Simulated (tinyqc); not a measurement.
Trench capacitor in an array: capacitance, non-linearity, leakage and relaxation: one step of the calculation.

A film between two metal electrodes, each interface adding a series capacitance ci. The small-signal permittivity is ek (1 + aq E^2); the field is found with the linear permittivity. Leakage J = J0 sinh(E/Ef). After a voltage step the film passes a relaxation current kr C V tt^(-nr), tt being the time in seconds. The sidewall is a coaxial capacitor with radii a = dm/2 - t and b = dm/2, depth AR dm; the end face is left out.

Problem. Cell capacitance, fields and time constant. Per length 1/c = ln(b/a)/(2 pi eps0 ek) + (1/a + 1/b)/(2 pi ci); cell capacitance c AR dm; per footprint over pt^2; fields c V/(2 pi eps0 ek r) at r = a and b; resistance of the inner electrode rho AR dm/(pi a^2); time constant R C/3 of the distributed line.

Values chosen for this exercise; permittivity of the order of that of silicon nitride:
```
symbol  value     unit                                                             meaning
ek       6.68                                            relative permittivity of the film
t          15       nm                                                      film thickness
ci       1000  uF/cm^2  capacitance of each electrode interface (dead layer and screening)
V         1.3        V                                                                bias
dm         54       nm                                                diameter of the hole
AR         30                                            aspect ratio, depth over diameter
pt         92       nm                                           pitch of the square array
rho       130  uohm cm                                  resistivity of the inner electrode
```

Constants: eps0 = 8.8541878128e-14 F/cm where lengths are in cm. Results are converted to the units shown.

Give: a; b; cell capacitance; capacitance per footprint; field at a; field at b; R; R C/3.

Solution.

a = 12.000 nm
b = 27.000 nm
cell capacitance = 0.74175 fF
capacitance per footprint = 8.7635 uF/cm^2
field at a = 1.3347 MV/cm
field at b = 0.59322 MV/cm
R = 4.6553 kohm
R C/3 = 1.1510 ps

The array gives 22.2 times the planar capacitance per footprint; curvature makes the field at the inner electrode 1.54 times the planar value.

Computed by the program tinyqc: `OMP_NUM_THREADS=1 python tinyqc.py 2102185 2102186 out.jsonl`, one thread of a shared Intel Xeon 2.30GHz, about 0.01 s for the whole run.
